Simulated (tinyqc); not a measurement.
Worked calculation: UHF in the sto-6g basis, for H3+, spin multiplicity 1. One step of it, computed by the program tinyqc.

Task: Iteration 4: diagonalisation and new density. Diagonalise F' = X^T F X, C = X C', fill 1 alpha and 1 beta electrons from the bottom; D(s) = C_occ C_occ^T. Each column has its largest component positive (the first on a tie).

F(alpha) (hartree):
```
,1H 1s,2H 1s,3H 1s
1H 1s,-0.788947,-0.723013,-0.547962
2H 1s,-0.723013,-0.735266,-0.256014
3H 1s,-0.547962,-0.256014,-0.404930
```

F(beta) (hartree):
```
,1H 1s,2H 1s,3H 1s
1H 1s,-0.788947,-0.547962,-0.723013
2H 1s,-0.547962,-0.404930,-0.256014
3H 1s,-0.723013,-0.256014,-0.735266
```

X:
```
,1H 1s,2H 1s,3H 1s
1H 1s,1.263297,-0.332400,-0.332400
2H 1s,-0.332400,1.124869,0.056558
3H 1s,-0.332400,0.056558,1.124869
```

Give: F' = X^T F X; orbital energies; coefficients C; F' = X^T F X; orbital energies; coefficients C; D(alpha) after iteration 4; D(beta) after iteration 4.

Result:

F' = X^T F X (alpha) (hartree):
```
,1,2,3
1,-0.3742,-0.4926,-0.3737
2,-0.4926,-0.4901,0.0146
3,-0.3737,0.0146,-0.1975
```

orbital energies (alpha) (hartree): MO1 -1.0054, MO2 -0.3214, MO3 0.2650

coefficients C (alpha):
```
,MO1,MO2,MO3
1H 1s,0.5547,0.2368,1.2054
2H 1s,0.5217,-0.7122,-0.7743
3H 1s,0.1536,0.7484,-0.8918
```

F' = X^T F X (beta) (hartree):
```
,1,2,3
1,-0.3742,-0.3737,-0.4926
2,-0.3737,-0.1975,0.0146
3,-0.4926,0.0146,-0.4901
```

orbital energies (beta) (hartree): MO1 -1.0054, MO2 -0.3214, MO3 0.2650

coefficients C (beta):
```
,MO1,MO2,MO3
1H 1s,0.5547,0.2368,1.2054
2H 1s,0.1536,0.7484,-0.8918
3H 1s,0.5217,-0.7122,-0.7743
```

D(alpha) after iteration 4:
```
,1H 1s,2H 1s,3H 1s
1H 1s,0.3077,0.2894,0.0852
2H 1s,0.2894,0.2722,0.0802
3H 1s,0.0852,0.0802,0.0236
```

D(beta) after iteration 4:
```
,1H 1s,2H 1s,3H 1s
1H 1s,0.3077,0.0852,0.2894
2H 1s,0.0852,0.0236,0.0802
3H 1s,0.2894,0.0802,0.2722
```
